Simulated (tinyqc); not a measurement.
Which input was changed? Model: effective-mass impurity with a central-cell term, in a basis of Slater functions. Computed by tinyqc, a small Python program. Command: `OMP_NUM_THREADS=1 python tinyqc.py 3024147 3024148 out.jsonl centralcell which`. One thread of a shared host (Intel(R) Xeon(R) Processor @ 2.30GHz), about 0.09 s of CPU time with the checks.

The envelope obeys H = -nabla^2 - (2/r) [Z + A exp(-kappa r)] in effective units, with kappa = a*/lambda; positive A deepens the well near the core.

Inputs (values chosen for the exercise, with screening close to that of InP):

| quantity | value | unit |
|---|---|---|
| effective mass m | 0.252 | m_0 |
| dielectric constant eps | 12.8 | - |
| charge Z of the core | 1 | - |
| central-cell strength A | 3.4 | - |
| central-cell range lambda | 2.5 | angstrom |

Impurity: acceptor, one isotropic band.

Constants: Ry = 13.605693123 eV; a_0 = 0.529177210903 angstrom.

Method:
- Units: Ry* = Ry m/eps^2 and a* = a_0 eps/m, with m in m_0.
- kappa = a*/lambda; the hydrogenic ground state is bound by Z^2 Ry*.
- For s functions exp(-zeta r), with s = zeta_i + zeta_j: S = 2/s^3, T = zeta_i zeta_j S, V = -2 Z/s^2, W = -2 A/(s + kappa)^2; each function is normalised by dividing by sqrt(S_ii S_jj).
- Large basis: zeta_i = 0.06 x 1.6^(i-1), i = 1..22, same formulas; for p functions r exp(-zeta r): S = 24/s^5, T = zeta_i zeta_j S (centrifugal term included), V = -12 Z/s^4, W = -12 A/(s + kappa)^4; overlap eigenvalues below 1e-11 are dropped.
- Binding energies are -E Ry*; the effective quantum number is nu = Z/sqrt(-E); |psi(0)|^2 is given relative to the hydrogenic Z^3/(pi a*^3).

Problem. One of these inputs alone was changed, within the range given: effective mass m (0.126 to 0.504); dielectric constant eps (6.4 to 25.6); central-cell strength A (1.7 to 6.8); central-cell range lambda (1.25 to 5). Which one, and to what value?

Results:

| run | 1s binding energy (meV) | 2p binding energy (meV) | a* (angstrom) |
|---|---|---|---|
| before | 27.64314 | 5.233526 | 26.87884 |
| after | 44.03114 | 7.353723 | 22.67902 |

Solution.

Each candidate set to reproduce 1s binding energy, and what it then gives:

| candidate | range searched | value needed | 2p binding energy (meV) | a* (angstrom) |
|---|---|---|---|---|
| effective mass m (m_0) | 0.126 to 0.504 | 0.3259 | 6.7713 | 20.787 |
| dielectric constant eps | 6.4 to 25.6 | 10.80 | 7.3537 | 22.679 |
| central-cell strength A | 1.7 to 6.8 | 5.696 | 5.2349 | 26.879 |
| central-cell range lambda (angstrom) | 1.25 to 5 | 4.000 | 5.2424 | 26.879 |

Only dielectric constant eps fits every result: it went from 12.8 to 10.8. The next best candidate, effective mass m, misses one result by 8.3 %.

Caution: the density at the core is many times hydrogenic, so the result hangs on the model potential inside one cell, where the envelope picture is weak.
